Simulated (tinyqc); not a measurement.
Two-junction solar cell, detailed-balance limit: two steps of the calculation.

The top cell takes all photons above E1, the bottom cell those between E2 and E1. Each cell follows J = Jsc - J0 (exp(V/Vt) - 1) with J0 = q ge Phi(gap, T)/ERE; light emitted by one cell and absorbed by the other is left out. In series both carry one current; wired apart (four terminals) each works at its own maximum power point. Efficiencies are counted against Pin = fs X sigma Ts^4.

Inputs (values chosen for the exercise):
```
symbol  value  unit           meaning
T         300     K  cell temperature
```

Constants: q = 1.602176634e-19 C, kB = 1.380649e-23 J/K, Vt = kB T/q. Results are converted to the units shown.

Question 1. The series curve. V1 = Vt ln((J1 - J)/J01 + 1), V2 = Vt ln((J2 - J)/J02 + 1), power J (V1 + V2).

J, point 0 to 7 (mA/cm^2): [0, 1822, 2914, 3279, 3425, 3497, 3570, 3625]
J1 = 3643.1039 mA/cm^2
J2 = 3871.0542 mA/cm^2
J01 = 1.2731892e-19 mA/cm^2
J02 = 3.7572524e-7 mA/cm^2

Find: V1; V2; power.

Answer 1.

V1, point 0 to 7 (V): [1.3368, 1.3188, 1.2952, 1.2772, 1.2640, 1.2536, 1.2357, 1.1996]
V2, point 0 to 7 (V): [0.59604, 0.57959, 0.55991, 0.54749, 0.54017, 0.53562, 0.53001, 0.52479]
power, point 0 to 7 (mW/cm^2): [0, 3458.9, 5405.7, 5983.2, 6179.2, 6257.0, 6303.6, 6251.0]

Among these points the power is largest at J = 3570 mA/cm^2.

Question 2. Maximum power, in series and apart. In series V(J) = Vt [ln((J1 - J)/J01 + 1) + ln((J2 - J)/J02 + 1)], and J V(J) is largest where V = J Vt [1/(J1 - J + J01) + 1/(J2 - J + J02)]. Apart, each cell has (1 + v) exp(v) = 1 + Jsc/J0 at its maximum power point, v = Vmp/Vt.

J1 = 3643.1039 mA/cm^2
J2 = 3871.0542 mA/cm^2
J01 = 1.2731892e-19 mA/cm^2
J02 = 3.7572524e-7 mA/cm^2
Pin = 13482.034 mW/cm^2

Find: series Jmp; series Vmp; series efficiency; top cell alone; bottom cell behind it.

Answer 2.

series Jmp = 3579.1 mA/cm^2
series Vmp = 1.7615 V
series efficiency = 46.763 %
top cell alone = 32.721 %
bottom cell behind it = 14.147 %

Wired apart the cells give 46.87 %; the series connection loses 0.11 points of that.

Computed by the program tinyqc: `OMP_NUM_THREADS=1 python tinyqc.py 2820036 2820037 out.jsonl`, one thread of a shared Intel Xeon 2.30GHz, about 0.01 s for the whole run.
